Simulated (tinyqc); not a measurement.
Hubbard ring of 3 sites, step by step. One step of it, computed by the program tinyqc.

Problem. Mean-field iteration 2. H(up) = T + U n(down), H(down) = T + U n(up); fill the lowest levels; n(new) = n + mixing (n(out) - n); E = tr T (rho up + rho down) + U sum n_up n_down of the output.

one-body matrix (hopping and site energies) (eV), order 1, 2, 3:
$$\begin{pmatrix}
0.970000 & -0.870000 & -0.870000 \\
-0.870000 & -0.320000 & -0.870000 \\
-0.870000 & -0.870000 & -0.100000
\end{pmatrix}$$

U = 9.300000 eV

electrons, up and down: [2, 1]

mixing = 1

n(up) after iteration 1: 1 0.183490, 2 0.930621, 3 0.885889

n(down) after iteration 1: 1 0.179154, 2 0.449244, 3 0.371602

Give: levels, up; levels, down; energy; n(up) after iteration 2; n(down) after iteration 2.

Solution.

levels, up (eV): [1.4451, 3.8654, 4.5395]

levels, down (eV): [2.3732, 7.6637, 9.1131]

energy = 9.0570 eV

n(up) after iteration 2: 1 0.9761, 2 0.2829, 3 0.7410

n(down) after iteration 2: 1 0.9427, 2 0.0278, 3 0.0295
